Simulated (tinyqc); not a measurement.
# Rectangular fin or nanosheet with a gate all round, subbands and threshold shift from confinement: two studies

Undoped body with a flat potential across it, hard walls, transport along x. One isotropic valley (g = 1, mx = my = mz = me). Non-parabolicity enters the subband edges through E (1 + al E) = gamma, so E = 2 gamma/(1 + sqrt(1 + 4 al gamma)); motion within a subband is taken as parabolic with the band-edge mass. Energies are counted from the bulk band edge.

Parameters, values chosen for the exercise; masses close to those of GaN:
```
symbol  value     unit                                                meaning
T         300        K                                            temperature
me      0.197       m0                                  mass at the band edge
al        0.2     1/eV                                       non-parabolicity
t         3.9       nm                                        width (along y)
dl        0.3       nm  widening of the box by penetration into the insulator
Cg        2.5  uF/cm^2                 gate capacitance per area of interface
H        15.6       nm                                       height (along z)
```

Constants: q = 1.602176634e-19 C, kB = 1.380649e-23 J/K, hbar = 1.054571817e-34 J s, m0 = 9.1093837015e-31 kg, Vt = kB T/q, hbar^2/(2 m0) = 0.0380998212 eV nm^2. Results are converted to the units shown.

Each table varies one quantity; the others keep the values above.

## Confinement against the height

gamma = C pi^2 [a^2/(my (t + dl)^2) + b^2/(mz (H + dl)^2)], C = hbar^2/(2 m0). Each subband has N_k = g sqrt(2 mx m0 kB T/(pi hbar^2)); without degeneracy n = exp(EF/Vt) sum N_k exp(-E_k/Vt). Classical value Nc times t H, Nc = sum over valleys of 2 g (m m0 kB T/(2 pi hbar^2))^1.5 with m = (mx my mz)^(1/3). Threshold shift dVT = Vt ln(classical value/sum N_k exp(-E_k/Vt)). With degeneracy n = sum N_k F((EF - E_k)/Vt), F(x) = (1/sqrt(pi)) int_0^infinity u^(-1/2) du/(1 + exp(u - x)); gate: Vg = EF + q n/(Cg P), P = 2 (t + H), summed over the 60 lowest subbands at most, with Vg counted from the value that would put EF at the bulk band edge of an empty body. The last two columns are for Vg = 0.7 V; sensitivity d(dVT)/dH by central differences between 0.99 and 1.01 times the value.

Confinement against the height:
```
H (nm)  E_1 (meV)  gap to the next edge (meV)  dVT (mV)  sensitivity (mV/nm)  n/P (cm^-2)  share of the lowest subband (%)
2.3         364.1                       270.6     303.3               -178.4     3.633e12                            99.93
3.4         236.5                       282.0     185.8               -61.26     4.300e12                            99.11
4.9         172.8                       191.2     131.6               -20.17     4.920e12                            76.45
7.1         139.2                       97.26     107.0               -5.867     5.426e12                            55.61
10          123.2                       50.95     96.92               -2.057     5.812e12                            40.22
15          113.8                       23.29     90.84              -0.7226     6.124e12                            27.30
22          109.6                       11.01     87.60              -0.2964     6.328e12                            18.82
31          107.8                       5.597     85.77              -0.1391     6.458e12                            13.43
```

What does the comparison show?

As H grows from 2.3 to 31 nm, E_1 falls from 364 to 108 meV and dVT falls from 303 to 85.8 mV. E_1 goes as H^(-1.10) at the thin end; an error of 0.2 nm moves the threshold by 36 mV in the first row and 0.028 mV in the last. The charge per interface area rises from 3.63e12 to 6.46e12 cm^-2. For H = 4.9, 7.1, 10, 15, 22, 31 the charge in the last two columns would bend the potential across the body noticeably, which is left out.

## Charge and subband filling against gate voltage

Same model as above.

Each subband has N_k = g sqrt(2 mx m0 kB T/(pi hbar^2)). Cq = q dn/dEF.

Results:
```
Vg (V)  EF - E_1 (eV)  n (cm^-1)  n/P (cm^-2)  share of the lowest subband (%)  Cq/(Cg P)  total C/(Cg P)
-0.04         -0.1533       8540      2.190e9                            64.01   0.005421        0.005391
0.08         -0.04249    5.653e5     1.450e11                            62.20     0.3273          0.2466
0.21          0.02726    4.232e6     1.085e12                            51.25      1.459          0.5934
0.46           0.1153    1.409e7     3.613e12                            34.00      2.036          0.6706
0.58           0.1544    1.901e7     4.874e12                            29.52      2.097          0.6771
0.71           0.1959    2.440e7     6.255e12                            26.06      2.166          0.6841
0.83           0.2331    2.944e7     7.548e12                            23.61      2.335          0.7002
0.96           0.2699    3.510e7     9.001e12                            21.34      2.762          0.7342
```

Estimate the missing row, Vg = 0.34 V.

Computed row:
```
Vg (V)  EF - E_1 (eV)  n (cm^-1)  n/P (cm^-2)  share of the lowest subband (%)  Cq/(Cg P)  total C/(Cg P)
0.34          0.07502    9.237e6     2.368e12                            40.60      1.905          0.6557
```

With this row back in the table: EF passes E_1 = 0.113 eV at Vg = 0.149 V. The share of the lowest subband falls from 64.0 to 21.3 % and the total capacitance rises from 0.00539 to 0.734 of Cg P. In the last row 28 % of an added gate voltage goes into raising EF (from the last two rows). For Vg = 0.34, 0.46, 0.58, 0.71, 0.83, 0.96 the charge would bend the potential across the body noticeably, which is left out.

tinyqc, about 0.09 s, one thread, Intel Xeon 2.30GHz (shared host): `OMP_NUM_THREADS=1 python tinyqc.py 2350089 2350090 out.jsonl`
